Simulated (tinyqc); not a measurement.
Comparisons within one model: thin-film optics by transfer matrices. A value that a table varies takes the place of the one given here.

Indices N = n + i k. Snell: N0 sin(theta) = N_j sin(theta_j), with Im(N_j cos theta_j) >= 0. Admittance y_j = N_j cos theta_j for s and N_j/cos theta_j for p. Phase delta_j = 2 pi N_j cos theta_j d_j/lambda. Layer matrix [[cos delta, -i sin delta/y], [-i y sin delta, cos delta]], multiplied from the top down to M. (B, C) = M (1, y_sub); r = (y0 B - C)/(y0 B + C), R = |r|^2, T = 4 Re y0 Re y_sub/|y0 B + C|^2, absorbed in the films 1 - R - T.

Ellipsometry: rho = tan(Psi) exp(i Delta) = -conj(r_p/r_s) with the r of the admittance formula, Delta in 0 to 360 degrees, so that a bare dielectric at small angles gives Delta = 180.

Inputs chosen for the exercise (indices near those of polySi, SiO2 on polySi; the results hold for these values, not for the real material): lam = 365 nm (vacuum wavelength); n0 = 1 (ambient index); n = (4.805, 1.472, 4.885) (n of polySi, SiO2, substrate); k = (2.699, 0, 2.623) (k in the same order); d = (10.2, 3.3) nm (thicknesses, top first); theta = 75 degrees (angle of incidence); pol = p (polarisation).

## Swing curve: thickness of the top film

The first entry of d takes the values listed.

Stack:

| d_1 (nm) | R | T | absorbed |
|---|---|---|---|
| 10.2 | 0.0803 | 0.3219 | 0.5978 |
| 16.6 | 0.0907 | 0.1749 | 0.7344 |
| 23.1 | 0.0986 | 0.0951 | 0.8063 |
| 29.5 | 0.0996 | 0.0522 | 0.8481 |
| 35.9 | 0.0979 | 0.0286 | 0.8736 |
| 42.3 | 0.0965 | 0.0156 | 0.8878 |
| 48.8 | 0.0964 | 0.0084 | 0.8952 |
| 55.2 | 0.0966 | 0.0046 | 0.8987 |
| 61.6 | 0.0969 | 0.0025 | 0.9006 |
| 68.1 | 0.0969 | 0.0014 | 0.9017 |
| 74.5 | 0.0968 | 0.0007 | 0.9024 |
| 80.9 | 0.0968 | 0.0004 | 0.9028 |
| 87.3 | 0.0968 | 0.0002 | 0.9030 |

What can be read from the table?

R swings between 0.0803 and 0.0996 on these points. The period is lambda/(2 Re(N_1 cos theta_1)) = 38.6 nm, six rows. The swing shrinks from 0.0193 in the first period to 0.0005 in the second, as the film absorbs the wave that returns from below. The swing ratio (max - min)/mean is 0.20.

## Angle of incidence

Both polarisations.

Stack:

| theta (degrees) | R_s | R_p | Psi | Delta |
|---|---|---|---|---|
| 0 | 0.4932 | 0.4932 | 45.00 | 180.00 |
| 15 | 0.5053 | 0.4822 | 44.33 | 179.31 |
| 30 | 0.5423 | 0.4464 | 42.22 | 177.11 |
| 45 | 0.6068 | 0.3768 | 38.24 | 172.77 |
| 55 | 0.6669 | 0.3029 | 33.98 | 167.69 |
| 60 | 0.7025 | 0.2553 | 31.08 | 163.81 |
| 65 | 0.7420 | 0.2000 | 27.44 | 158.13 |
| 70 | 0.7854 | 0.1388 | 22.80 | 148.69 |
| 75 | 0.8330 | 0.0803 | 17.25 | 129.32 |
| 80 | 0.8846 | 0.0560 | 14.12 | 82.43 |
| 85 | 0.9403 | 0.1853 | 23.93 | 28.82 |

What does this show, and why?

R_s and R_p agree at normal incidence (0.4932). R_p is lowest at 80 degrees of those listed (0.0560), where R_s = 0.8846; the top film absorbs, so there is only a pseudo-Brewster minimum. R_s rises steadily with the angle.

## Sensitivity of the reflectance

R for both polarisations. Each row changes one parameter from the base and keeps the others.

Results:

| case | R_s | R_p | T_s |
|---|---|---|---|
| base | 0.8330 | 0.0803 | 0.0531 |
| d = (15.2, 3.3) nm | 0.8444 | 0.0882 | 0.0310 |
| n = (4.901, 1.472, 4.885) | 0.8340 | 0.0789 | 0.0524 |
| k = (2.699, 0, 2.895) | 0.8308 | 0.0787 | 0.0523 |
| lam = 370 nm | 0.8329 | 0.0804 | 0.0540 |
| theta = 80 degrees | 0.8846 | 0.0560 | 0.0367 |

How do the results move?

The largest shifts from the base row, up to three for each result and ties (the steps differ in size, so this ranks the rows, not the parameters). R_s: theta +0.0516, d +0.0114, k -0.0022. R_p: theta -0.0243, d +0.0079, k -0.0016. T_s: d -0.0221, theta -0.0165, lam +0.0009, k -0.0009.

Computed by tinyqc, a small Python program: `OMP_NUM_THREADS=1 python tinyqc.py 1682701 1682702 out.jsonl` (the numbers bound the seed that draws the inputs); one thread of a shared host (Intel(R) Xeon(R) Processor @ 2.30GHz), about 0.01 s for the whole set of steps.
